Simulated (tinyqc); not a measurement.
Worked calculation: Hall effect and magnetoresistance of several carrier groups with constant relaxation times. Computed by tinyqc, a small Python program that keeps every step. Command: `OMP_NUM_THREADS=1 python tinyqc.py 3001542 3001543 out.jsonl hall2 walk`. One thread of a shared host (Intel(R) Xeon(R) Processor @ 2.30GHz), about 0.01 s of CPU time with the checks. Intermediate numbers are printed to about 6 digits and carried at full precision; extremes and crossings named in words are read from the listed rows.

Group 1 has charge -e and group 2 charge +e; s_i is that sign. B lies along z; mu B is formed with mu in m^2/(V s).

Inputs (values chosen for the exercise, for a model conductor):

| quantity | value | unit |
|---|---|---|
| density n1 | 4.5e+11 | 1/cm^2 |
| mobility mu1 | 160000 | cm^2/(V s) |
| density n2 | 9.1e+12 | 1/cm^2 |
| mobility mu2 | 63000 | cm^2/(V s) |
| magnetic field B | 0.053 | T |

Carriers: electrons and holes. Densities: per area (a thin layer).

Constants: e = 1.602176634e-19 C.

## Conductivity of each group

sigma_xx = sum n_i e mu_i/(1 + mu_i^2 B^2); sigma_xy = sum s_i n_i e mu_i^2 B/(1 + mu_i^2 B^2).

Parts (S):

| group | mu B | sigma_xx | sigma_xy |
|---|---|---|---|
| group 1 | 0.848 | 0.00671028 | -0.00569032 |
| group 2 | 0.3339 | 0.0826394 | 0.0275933 |

sigma_xx = 0.0893497 S

sigma_xy = 0.0219030 S

sigma at B = 0 = 0.103388 S

## Resistivity, Hall coefficient and magnetoresistance

rho_xx = sigma_xx/(sigma_xx^2 + sigma_xy^2); Hall coefficient R_H = sigma_xy/(B (sigma_xx^2 + sigma_xy^2)), with B in V s/cm^2 (1 T = 1e-4 V s/cm^2); magnetoresistance MR = rho_xx(B)/rho_xx(0) - 1. Apparent density 1/(e |R_H|); Hall mobility |R_H|/rho_xx.

rho_xx = 10.5576 ohm

Hall coefficient R_H = 488312 cm^2/C

magnetoresistance MR = 9.15292 %

apparent density = 1.27818e+13 1/cm^2

Hall mobility = 46252.4 cm^2/(V s)

A one-carrier reading would report holes of density 1.28e13, against n1 = 4.5e11 and n2 = 9.1e12.

## Limits of weak and strong field

Weak field: R_H(0) = sum s_i n_i mu_i^2/(e (sum n_i mu_i)^2); MR = c B^2 with c = n1 n2 mu1 mu2 (s1 mu1 - s2 mu2)^2/(n1 mu1 + n2 mu2)^2. Strong field: R_H = 1/(e sum s_i n_i); rho_xx saturates at (n1/mu1 + n2/mu2)/(e (sum s_i n_i)^2).

R_H at weak field = 368693 cm^2/C

coefficient c = 49.2948 1/T^2

R_H at strong field = 721562 cm^2/C

saturation MR = 27.0004 %

R_H keeps its sign, and its size changes by a factor 1.96 from weak to strong field.

## Field dependence

rho_xx = sigma_xx/(sigma_xx^2 + sigma_xy^2); Hall coefficient R_H = sigma_xy/(B (sigma_xx^2 + sigma_xy^2)), with B in V s/cm^2 (1 T = 1e-4 V s/cm^2); magnetoresistance MR = rho_xx(B)/rho_xx(0) - 1.

Against the field:

| B (T) | mu1 B | rho_xx (ohm) | R_H (cm^2/C) | MR (%) |
|---|---|---|---|---|
| 0.0031 | 4.96000e-02 | 9.6768 | 369311 | 4.72893e-02 |
| 0.0094 | 1.50400e-01 | 9.7137 | 374295 | 4.28654e-01 |
| 0.025 | 4.00000e-01 | 9.9397 | 404833 | 2.76538e+00 |
| 0.062 | 9.92000e-01 | 10.7492 | 514211 | 1.11346e+01 |
| 0.16 | 2.56000e+00 | 11.8235 | 659369 | 2.22416e+01 |
| 0.38 | 6.08000e+00 | 12.1884 | 708666 | 2.60137e+01 |
| 0.94 | 1.50400e+01 | 12.2677 | 719388 | 2.68341e+01 |
| 2.5 | 4.00000e+01 | 12.2815 | 721253 | 2.69768e+01 |
| 7.5 | 1.20000e+02 | 12.2836 | 721527 | 2.69978e+01 |

MR starts as B^1.99 and ends as B^0.00; it saturates at 27.0 %. One group alone would show no magnetoresistance in this model. The rows with mu1 B well above 1 show the semiclassical limit; Landau quantisation is left out.

## Back from four measured limits to the two groups

With z_i = s_i mu_i and w_i = s_i n_i the moments M_k = w1 z1^k + w2 z2^k are M_(-1) = (1 + MR_sat) M_0^2/M_1, M_0 = 1/(e R_strong), M_1 = sigma(0)/e, M_2 = R_weak sigma(0)^2/e. The z_i are the roots of z^2 + p z + q with M_2 + p M_1 + q M_0 = 0 and M_1 + p M_0 + q M_(-1) = 0; then w follows from M_0 and M_1. Group 1 is the faster.

p and q: 97000  -1.00800e+10

signed mobilities s_i mu_i (cm^2/(V s)): -160000  63000.0

densities (1/cm^2): 4.50000e+11  9.10e+12

Checks made by the program: weak-field formulas against the tensor at mu1 B = 1e-3 (relative difference 7e-07); recovered mobilities and densities against the inputs (relative difference below 1e-10).
